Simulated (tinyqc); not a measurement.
Classical Heisenberg spin chain: exact results, Metropolis, heat-bath and over-relaxation steps, and a Monte Carlo run: one step, computed by the program tinyqc.

E = -J sum_i s_i . s_(i+1) for unit vectors s_i on an open chain; K = J/(k_B T).

Problem. Exact results. Each bond angle is independent, so u = <s_i . s_(i+1)> = coth K - 1/K, <s_i . s_(i+n)> = u^n, correlation length xi = -1/ln|u|, energy per bond -J u, heat capacity per bond c/k_B = 1 - K^2/sinh^2 K, and for the long chain chi = mu^2 (1 + u)/(3 k_B T (1 - u)) per spin.

Inputs (values chosen for the exercise, for a model chain of large moments): coupling J = 15 meV; temperature T = 26.4 K; moment mu = 6.7 mu_B.

Constants: k_B = 8.617333262e-05 eV/K; mu_B = 5.7883818060e-05 eV/T.

Give: K; u; xi; energy per bond; heat capacity; chi over the Curie value; chi.

Solution.

K = 6.593

u = 0.8483

xi = 6.080 sites

energy per bond = -12.73 meV

heat capacity = 0.9997 k_B/bond

chi over the Curie value = 12.19

chi = 4.640 mu_B/T per spin

For |K| >> 1, |u| = 1 - 1/|K| and xi = |K| - 1/2 = 6.09: the chain orders only at T = 0, and c tends to k_B, not to zero, a failure of classical spins.
